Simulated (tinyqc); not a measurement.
Inside a calculation. Model: frequency dispersion of an accumulation capacitance by border traps, distributed model.

Computed by the program tinyqc: `OMP_NUM_THREADS=1 python tinyqc.py 2202153 2202154 out.jsonl`, one thread of a shared Intel Xeon 2.30GHz, about 0.3 s for the whole run. Printed values are rounded.

Traps spread evenly through the insulator exchange electrons with the semiconductor by tunnelling, with tau(x) = t0 exp(2 ka x) at depth x from the interface. The admittance per area Y seen at depth x obeys dY/dx = -Y^2/(i w eps0 eox) + q Nb ln(1 + i w tau)/tau, with Y(0) = i w Cs and w = 2 pi f; the gate sees Y(tox) = G + i w C. Working variable y = Y/(i w), in uF/cm^2. Cox = eps0 eox/tox.

Parameters, values chosen for the exercise; permittivity close to that of hafnium oxide:
- eox = 19.3 (relative permittivity of the insulator)
- tox = 3.8 nm (insulator thickness)
- Cs = 7.5 uF/cm^2 (semiconductor capacitance in accumulation)
- Nb = 8.8e19 cm^-3 eV^-1 (density of border traps)
- ka = 3.8 1/nm (decay constant of the wave function in the insulator)
- t0 = 2e-10 s (time constant of a trap at the interface)
- f = 1e6 Hz (frequency)
- xe = 1.5 nm (depth down to which the steps are taken)

Constants: q = 1.602176634e-19 C, eps0 = 8.8541878128e-14 F/cm where lengths are in cm. Results are converted to the units shown.

## Scales and lumped estimate

Cox; trap-free value 1/(1/Cox + 1/Cs); response depth d = ln(1/(w t0))/(2 ka), where w tau = 1; lumped estimate: all traps within d act as C_bt = q Nb d placed at d/2, so C = 1/{1/[1/(1/Cs + d/(2 eps0 eox)) + C_bt] + (tox - d/2)/(eps0 eox)}.

Cox = 4.496995 uF/cm^2
trap-free C = 2.811326 uF/cm^2
d = 0.8788574 nm
C_bt = 1.239115 uF/cm^2
lumped C = 3.034722 uF/cm^2

The traps within reach amount to 0.165 Cs and lie in the first 23.1 % of the insulator.

## Midpoint steps through the active depth

In terms of y: dy/dx = -y^2/(eps0 eox) + s(x), s = q Nb ln(1 + z)/z, z = i w tau. 9 midpoint steps of h = xe/9: y_half = y + (h/2) y'(x, y), y(new) = y + h y'(x + h/2, y_half).

x, point 0 to 9 (nm): [0, 0.1666667, 0.3333333, 0.5, 0.6666667, 0.8333333, 1, 1.166667, 1.333333, 1.5]
s, point 0 to 9 (uF/(cm^2 nm)): [1.409915-0.000886i, 1.409906-0.003144i, 1.409798-0.011157i, 1.408435-0.039537i, 1.391670-0.137819i, 1.227048-0.404387i, 0.669190-0.558288i, 0.230839-0.347054i, 0.068616-0.154000i, 0.019619-0.059297i]
y, point 0 to 9 (uF/cm^2): [7.500000+0.000000i, 7.209075-0.000268i, 6.956116-0.001184i, 6.735043-0.004415i, 6.540286-0.015819i, 6.359621-0.053792i, 6.140372-0.133528i, 5.855782-0.191632i, 5.559598-0.207800i, 5.280194-0.201807i]

## Capacitance and conductance at the gate

y at xe = 5.280194-0.201807i uF/cm^2

Beyond xe the traps are ignored, so 1/y(tox) = 1/y(xe) + (tox - xe)/(eps0 eox); C = Re y, G/w = -Im y, loss tangent G/(w C).

y at the gate = 3.087707-0.068943i uF/cm^2
C = 3.087707 uF/cm^2
G/w = 0.06894312 uF/cm^2
loss tangent = 0.02232826

A fine integration over the whole insulator gives C = 3.0888 and G/w = 0.07247 uF/cm^2; the coarse G/w is 4.9 % below that. The fine C is 9.9 % above the trap-free value, and the lumped estimate is 1.8 % below the fine result.
